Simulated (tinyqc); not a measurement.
# Raman shift of the zone-centre optical phonon of a diamond-structure crystal under stress, step by step

A worked calculation. Computed by tinyqc, a small Python program that keeps every step. Command: `OMP_NUM_THREADS=1 python tinyqc.py 3008498 3008499 out.jsonl ramanstress walk`. One thread of a shared host (Intel(R) Xeon(R) Processor @ 2.30GHz), about 0.01 s of CPU time with the checks. Intermediate numbers are printed to about 6 digits and carried at full precision; extremes and crossings named in words are read from the listed rows.

Axes x, y, z are the cube axes. Strain shifts the threefold optical mode and can split it; p, q and r are the phonon deformation potentials.

Inputs (values chosen for the exercise, modelled on diamond): unstrained frequency omega_0 = 1334 1/cm; p/omega_0^2 = -2.88; q/omega_0^2 = -1.76; r/omega_0^2 = -1.93; C11 = 1069 GPa; C12 = 126.2 GPa; C44 = 573.7 GPa; stress sigma (tension positive) = 0.46 GPa; polarisation angle phi = 20 degree; temperature coefficient d omega/dT = -0.0099 1/(cm K); local temperature T = 330 K; laser wavelength = 457.9 nm.

Stress state: biaxial. Axis: [001].

Constants: h = 6.62607015e-34 J s; c = 299792458 m/s; k_B = 1.380649e-23 J/K.

## Compliances

S11 = (C11 + C12)/D, S12 = -C12/D, D = (C11 - C12)(C11 + 2 C12), S44 = 1/C44.

S11 = 0.959371 1/TPa

S12 = -0.101299 1/TPa

S44 = 1.74307 1/TPa

## Stress and strain tensors

Equal biaxial stress in the plane normal to the axis (unit vector n): sigma_ij = sigma (delta_ij - n_i n_j). eps_xx = S11 sigma_xx + S12 (sigma_yy + sigma_zz), and cyclic; eps_xy = S44 sigma_xy/2 (tensor strain).

stress (GPa), rows x, y, z:
$$\begin{pmatrix}
0.46 & 0.00 & 0.00 \\
0.00 & 0.46 & 0.00 \\
0.00 & 0.00 & 0.00
\end{pmatrix}$$

strain (per mille), rows x, y, z:
$$\begin{pmatrix}
0.394713 & 0.000000 & 0.000000 \\
0.000000 & 0.394713 & 0.000000 \\
0.000000 & 0.000000 & -0.093195
\end{pmatrix}$$

volume strain = 0.696231 per mille

## Secular matrix and shifts

Secular matrix: M_xx = p eps_xx + q (eps_yy + eps_zz), M_xy = 2 r eps_xy; its eigenvalues are omega^2 - omega_0^2, and the shifts are these over 2 omega_0.

M/(2 omega_0) (1/cm), rows x, y, z:
$$\begin{pmatrix}
-1.11219 & 0.00000 & 0.00000 \\
0.00000 & -1.11219 & 0.00000 \\
0.00000 & 0.00000 & -0.74770
\end{pmatrix}$$

shifts, in rising order (1/cm): [-1.11219, -1.11219, -0.74770]

The triplet splits into a singlet and a doublet. Tension softens every mode.

## Mean shift and Grueneisen parameter

gamma = -(p + 2q)/(6 omega_0^2); the mean of the three shifts is -gamma omega_0 x (volume strain).

mode Grueneisen parameter gamma = 1.06667

mean shift = -0.990691 1/cm

## The line seen from a (001) surface

Backscattering from a (001) surface: incident polarisation (cos phi, sin phi, 0). With Raman tensors (R_z)_xy = (R_z)_yx = 1 and cyclic, only the z component u_z of a mode counts: I = u_z^2 sin^2(2 phi) for parallel and u_z^2 cos^2(2 phi) for crossed polarisers. An unresolved line sits at the intensity-weighted shift, which is M_zz/(2 omega_0).

total intensity, parallel = 0.413176

total intensity, crossed = 0.586824

shift of the observed line = -0.747699 1/cm

shift per stress = -1.62543 1/(cm GPa)

stress per shift = -615.221 MPa cm

The z-polarised mode is an eigenmode here, so one line is seen.

## The same stress in different states

Uniaxial: sigma n n^T; biaxial: sigma (1 - n n^T); hydrostatic: sigma 1. The line seen from (001) is taken as unresolved, at the intensity-weighted shift M_zz/(2 omega_0).

Shifts (1/cm):
```
state                    lowest    middle   highest  line seen from (001)
uniaxial [100]         -0.73834  -0.37385  -0.37385              -0.37385
uniaxial [110]         -1.07218  -0.37385  -0.04000              -0.37385
uniaxial [001]         -0.73834  -0.37385  -0.37385              -0.73834
uniaxial [111]         -1.18347  -0.15128  -0.15128              -0.49535
biaxial, normal [001]  -1.11219  -1.11219  -0.74770              -0.74770
biaxial, normal [111]  -1.33475  -1.33475  -0.30257              -0.99069
hydrostatic            -1.48604  -1.48604  -1.48604              -1.48604
```

Seen from (001), uniaxial stress along [100] and along [110] give the same shift (-0.374), and equal biaxial stress in the plane gives twice as much (-0.748), since only sigma_xx + sigma_yy and sigma_zz enter M_zz. Stress along [001] gives -0.738. One measured shift therefore fixes the stress only once its state is assumed: read as uniaxial in the plane, a shift implies twice the stress that it does read as biaxial.

## Heating mistaken for stress

A temperature above 300 K shifts the line by (d omega/dT)(T - 300 K); divided by the shift per stress it poses as a stress; the total shift adds it to the shift of the observed line. The anti-Stokes to Stokes ratio is [(omega_L + omega_0)/(omega_L - omega_0)]^3 exp(-h c omega_0/(k_B T)) in photon counts, omega_L = 1/wavelength, resonance effects left out.

thermal shift = -0.297 1/cm

apparent stress from heating = 0.182721 GPa

total shift = -1.04470 1/cm

anti-Stokes/Stokes ratio = 0.00429980

Heating poses as tension, 40 % of the true stress in size; the intensity ratio gives T apart from the shift.

Checks made by the program: mean of the eigenvalues against the trace rule (relative difference below 1e-10); weighted mean of the modes against M_zz (relative difference below 1e-10).
